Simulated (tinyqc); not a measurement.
Stark shift: double quantum well by finite differences.

Finite differences on points z_i at the centres of cells of width h: H_ii = (c/h^2)(1/m_(i-1/2) + 1/m_(i+1/2)) + V_i, H_(i,i+1) = -(c/h^2)/m_(i+1/2), where m_(i+1/2) is the mean of the masses at the two points (the end values are repeated outwards), psi = 0 on the points beyond both ends, c = hbar^2/2m0. The field adds e F (z - z0) with z0 the middle of the structure; 1 kV/cm = 1e-5 eV/angstrom.

Constants: hbar^2/2m0 = 3.80998211 eV angstrom^2.

Inputs chosen for the exercise (out of a larger set: near those of an InGaAs well in InP; not measured data): layers = ((45, 0.254, 0.0809), (60, 0, 0.0407), (15, 0.254, 0.0809), (45, 0, 0.0407), (45, 0.254, 0.0809)) (each layer: thickness in angstrom, band edge in eV, mass in m0); hf = 0.9375 angstrom (cell width of the fine grid); Fs = (0, 11.7, 23.3, 35, 46.7, 58.3, 70) kV/cm (fields).

Fine grid. Perturbation theory: dE1 = e F z_11 - beta (e F)^2 with beta = sum_j z_1j^2/(E_j - E_1) over the 13 next levels at zero field, z from z0.

Levels against field:
```
F (kV/cm)  E1 (eV)  E2 (eV)  dE1 (meV)  second order (meV)  <z - z0> (angstrom)  E2 - E1 (meV)
0           0.0626   0.1150       0.00                0.00                -11.7           52.3
11.7        0.0610   0.1172      -1.62               -1.63                -15.8           56.2
23.3        0.0590   0.1197      -3.65               -3.77                -19.1           60.8
35.0        0.0566   0.1225      -6.05               -6.44                -21.8           66.0
46.7        0.0539   0.1255      -8.74               -9.64                -24.1           71.6
58.3        0.0510   0.1286     -11.64              -13.32                -25.9           77.6
70.0        0.0479   0.1318     -14.76              -17.56                -27.4           83.9
```

z_11 = -11.73 angstrom
beta = 1.908e+04 angstrom^2/eV

What does the comparison show, and why?

The state sits -11.7 angstrom off the middle at zero field, so the shift starts linearly in F. At 70 kV/cm E1 has moved by -14.76 meV, where second order gives -17.56 meV; the two first part by more than 10 % at 46.7 kV/cm. The electron moves by -15.7 angstrom, against the rise of the potential. E2 - E1 grows with the field; the ends are 52.3 and 83.9 meV.

Program tinyqc; command `OMP_NUM_THREADS=1 python tinyqc.py 1251569 1251570 out.jsonl`; about 0.02 s on one thread of a shared Intel(R) Xeon(R) Processor @ 2.30GHz.
